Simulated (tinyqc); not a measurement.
ESD clamp with bipolar snapback, compact model and design window: effect of the drain ballast and contact resistance.

The drain junction multiplies the current that enters it: Igen = (M - 1)(Ic + I0), M = 1/(1 - (Vj/BV)^n). The generated holes leave through the substrate resistance and the base of the parasitic npn: Igen = Vb/Rb + Ic/be, Ic = Is exp(Vb/Vt). Terminal current I = Ic + I0 + Igen and voltage V = Vj + I Ro, per width. Isothermal, constant gain.

For given Vb: Ic, Igen, M = 1 + Igen/(Ic + I0), Vj = BV (1 - 1/M)^(1/n), I and V. Vt1 is the maximum of V along the curve, Vh the following minimum, Vt2 the voltage at I = It2. It1 and Ih are the currents at Vt1 and Vh.

Parameters, values chosen for the exercise; values close to those of grounded-gate n-channel clamps:
```
symbol    value    unit                            meaning
T           300       K                        temperature
BV         10.1       V         junction breakdown voltage
n             3             exponent of the multiplication
be           11          current gain of the parasitic npn
Is      4.2e-18    A/um                 saturation current
I0      1.5e-12    A/um                   junction leakage
Rb        18000  ohm um               substrate resistance
It2         6.1   mA/um         failure current for 100 ns
```

Constants: q = 1.602176634e-19 C, kB = 1.380649e-23 J/K, Vt = kB T/q. Results are converted to the units shown.

Result of one run:

| Vt1 (V) | It1 (uA/um) | Vh (V) | Ih (uA/um) | Vt2 (V) | Vt2 - Vt1 (V) |
|---|---|---|---|---|---|
| 10.11 | 29.60 | 5.298 | 1480 | 6.248 | -3.859 |

Which drain ballast and contact resistance Ro gave this result: 30, 92, 160 or 280 ohm um?

Ro = 280 ohm um.

The whole series:

| Ro (ohm um) | Vt1 (V) | It1 (uA/um) | Vh (V) | Ih (uA/um) | Vt2 (V) | Vt2 - Vt1 (V) |
|---|---|---|---|---|---|---|
| 30 | 10.10 | 26.22 | 4.717 | 4924 | 4.723 | -5.377 |
| 52 | 10.10 | 27.05 | 4.810 | 3684 | 4.858 | -5.244 |
| 92 | 10.10 | 27.91 | 4.935 | 2717 | 5.102 | -5.001 |
| 160 | 10.10 | 28.75 | 5.093 | 2014 | 5.516 | -4.588 |
| 280 | 10.11 | 29.60 | 5.298 | 1480 | 6.248 | -3.859 |
| 490 | 10.11 | 30.44 | 5.561 | 1080 | 7.529 | -2.585 |
| 860 | 10.13 | 31.30 | 5.897 | 780.6 | 9.786 | -0.3392 |
| 1500 | 10.15 | 32.16 | 6.316 | 560.7 | 13.69 | 3.544 |

As Ro goes from 30 to 1500 ohm um, Vt1 stays near 10.1 V, It1 rises from 26.2 to 32.2 uA/um, Vh rises from 4.72 to 6.32 V and Vt2 rises from 4.72 to 13.7 V. Vt2 exceeds Vt1, the condition for all fingers to turn on, in 1 of the 8 rows. Ballast buys uniform turn-on with a higher clamping voltage.

Computed by the program tinyqc: `OMP_NUM_THREADS=1 python tinyqc.py 2670067 2670068 out.jsonl`, one thread of a shared Intel Xeon 2.30GHz, about 0.01 s for the whole run.
